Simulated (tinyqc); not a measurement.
Model-solid line-up of a strained alloy layer on a substrate, step by step. Values are carried at full precision from step to step, so a last printed digit may differ when a step is redone from the rounded ones.

All values of the alloy are linear in x but the gap, Eg(x) = (1 - x) Eg_A + x Eg_B - C x (1 - x), and the valence edge, Ev(x) = (1 - x) Ev_A + x Ev_B + fv C x (1 - x); Ec = Ev + Eg. Ev is the top of the unstrained valence band on a scale common to all materials. In the layer only the Gamma valley of the conduction band is followed, also where an X or L valley would lie lower.

Inputs chosen for the exercise (A near InSb, B near InAs, substrate near GaSb; not measured data): a = (6.486, 6.062) angstrom (lattice constant of A, B); Eg = (0.236, 0.413) eV (gap at Gamma to the s-like level of A, B); Dso = (0.818, 0.391) eV (spin-orbit splitting of A, B); Ev = (0, -0.59) eV (top of the unstrained valence band of A, B); ac = (-7.04, -5.13) eV (conduction deformation potential of A, B); av = (0.36, 1) eV (valence hydrostatic potential of A, B); b = (-1.97, -1.81) eV (tetragonal shear potential of A, B); d = (-4.67, -3.58) eV (trigonal shear potential of A, B); C11 = (68.5, 84.5) GPa (of A, B); C12 = (37.9, 45) GPa (of A, B); C44 = (31.3, 40.1) GPa (of A, B); C = 0.702 eV (bowing of the gap); fv = 0.7 (share of the bowing taken by the valence edge); x = 0.66 (fraction of B); a_s = 6.089 angstrom (substrate); face = 110 (growth face); Eg_s = 0.821 eV (lowest gap of the substrate); Ev_s = -0.03 eV (substrate valence edge); e14 = -0.056 C/m^2 (piezoelectric constant of the layer); eps = 14.2 (dielectric constant); Lw = 8 nm (thickness of the layer).

## Values of the alloy

Interpolate.

Alloy at x (a in angstrom, C11, C12, C44 in GPa, all else in eV):
```
symbol    value
a        6.2062
Eg       0.1953
Dso      0.5362
Ev      -0.2791
ac      -5.7794
av       0.7824
b       -1.8644
d       -3.9506
C11     79.0600
C12     42.5860
C44     37.1080
```

## Strain on the (110) substrate

Coherent growth on a (110) face: e_par = (a_s - a)/a, e_perp = -(C11 + 3 C12 - 2 C44)/(C11 + C12 + 2 C44) e_par; exx = eyy = (e_par + e_perp)/2, ezz = e_par, exy = (e_perp - e_par)/2, eyz = ezx = 0.

Use the values of the alloy.

e_par = -0.018878
e_perp = 0.012781

strain tensor in the cubic axes, rows x, y, z and columns alike:
```
[[-0.003049, 0.015829, 0.000000],
 [0.015829, -0.003049, 0.000000],
 [0.000000, 0.000000, -0.018878]]
```

The layer is under compression in the plane; its volume changes by -2.498 %.

## Strained band edges

Strained edges: Ec + ac tr(e); the valence edges are Ev plus the levels of the 6 x 6 matrix of X, Y, Z times spin with -Dso/3 + l exx + m (eyy + ezz) on the diagonal (cyclic), n exy off it, l = av + 2 b, m = av - b, n = sqrt(3) d. Spin-orbit term (Dso/3) L.sigma on X, Y, Z with (L_k)_ij = -i epsilon_kij: <X+|H|Y+> = -i Dso/3, <X+|H|Z-> = Dso/3, <Y+|H|Z-> = -i Dso/3, <Z+|H|X-> = -Dso/3, <Z+|H|Y-> = i Dso/3, <X-|H|Y-> = i Dso/3, and their conjugates; + and - are the spin along z.

Give the hydrostatic shifts, the strain block and the edges.

ac tr(e), av tr(e) (eV): [0.1443, -0.0195]

strain block (eV), rows X, Y, Z and columns alike:
```
[[-0.0491, -0.1083, 0],
 [-0.1083, -0.0491, 0],
 [0, 0, 0.0395]]
```

Ec and the three valence edges from the top (eV): [0.0605, -0.2292, -0.3485, -0.8544]

strained gap = 0.2898 eV

Strain moves the gap by +94 meV: +164 meV from the volume and -69 meV from the splitting of the valence edge, which always raises the top.

## Offsets against the substrate material

dEc = Ec(substrate) - Ec(layer), dEv = Ev(layer) - Ev(substrate); positive values confine the carrier in the layer. Type I: both of one sign; type II: opposite signs; type III: the gaps do not overlap.

Give also the smallest gap across the interface, min Ec - max Ev.

dEc = 0.7305 eV
dEv = -0.1992 eV

type: II

smallest gap = 0.0905 eV

Electrons collect in the layer and holes in the substrate material.

## Piezoelectric polarisation

P_x = 2 e14 eyz and cyclic. The field along the normal n of the (110) face is -P.n/(eps eps0) in a layer between thick unstrained barriers, eps0 = 8.8541878e-12 F/m; 1 kV/cm = 1e5 V/m.

P (C/m^2): [0.000000, 0.000000, -0.001773]

P.n = 0.000000 C/m^2
field along n = 0.0 kV/cm
potential drop across the layer = 0.0 mV

P lies along [001], in the plane of the layer, so a wide layer carries no field along its normal.

Program tinyqc; command `OMP_NUM_THREADS=1 python tinyqc.py 1081080 1081081 out.jsonl`; about 0.02 s on one thread of a shared Intel(R) Xeon(R) Processor @ 2.30GHz.
